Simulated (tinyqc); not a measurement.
Nanowire ballistic transistor, top-of-the-barrier model: course of the iteration: self-consistent potential at the barrier top.

At the top of the source barrier, states moving towards the drain are filled by the source (Fermi level 0) and states moving back by the drain (Fermi level -q Vd); nothing scatters. U is the shift of the band edge there, set by the capacitances CG, CD and CS (the total) and by the charge. Parabolic one-dimensional subbands; the source is grounded.

eta1 = -(E0 + U)/Vt, eta2 = eta1 - Vd/Vt, n = (N0/2)[F_(-1/2)(eta1) + F_(-1/2)(eta2)], F_(-1/2)(x) = (1/sqrt(pi)) int_0^infinity u^(-1/2)/(1 + exp(u - x)) du. Each F is summed over the two subbands, F(eta) + F(eta - dE/Vt), which share the mass. U(out) = UL + q (n - n0)/CS. U(new) = U + 0.2 (U(out) - U).

Stop when U changes by less than 1e-9 eV, or after 90 iterations.

Parameters, values chosen for the exercise; mass and valleys close to those of indium arsenide:
- T = 300 K (temperature)
- dE = 0.11 eV (offset of a second subband (0: none))
- E0 = 0.27 eV (band edge at the barrier top above the source Fermi level at zero bias)
- Vd = 0.8 V (drain voltage)

Constants: q = 1.602176634e-19 C, kB = 1.380649e-23 J/K, Vt = kB T/q. Results are converted to the units shown.

U at the start (U = UL) = -0.64 eV
N0 = 7.87321e5 cm^-1
CS = 26.3575 pF/cm
n0 = 23.2522 cm^-1
UL = -0.64 eV

Course of the iteration:
```
iteration     U (eV)  |change| (eV)
1          -0.636256        3.74e-3
2          -0.633284        2.97e-3
3          -0.630924        2.36e-3
4          -0.629051        1.87e-3
5          -0.627565        1.49e-3
6          -0.626385        1.18e-3
7          -0.625448        9.37e-4
8          -0.624705        7.43e-4
9          -0.624115        5.90e-4
...              ...            ...
59         -0.621844        5.67e-9
60         -0.621844        4.50e-9
61         -0.621844        3.57e-9
62         -0.621844        2.83e-9
63         -0.621844        2.25e-9
64         -0.621844        1.78e-9
65         -0.621844        1.42e-9
66         -0.621844        1.12e-9
67         -0.621844       8.92e-10
```

Did this iteration meet its convergence test, and what does its course show?

Yes. Converged in 67 iterations. At the end each change is about 0.79 times the one before: linear convergence.

Range of the model: The source Fermi level lies 0.35 eV above the band edge, where a light band is no longer parabolic.

Numbers from tinyqc (`OMP_NUM_THREADS=1 python tinyqc.py 2400051 2400052 out.jsonl`; about 0.08 s on one thread of a shared Intel Xeon 2.30GHz).
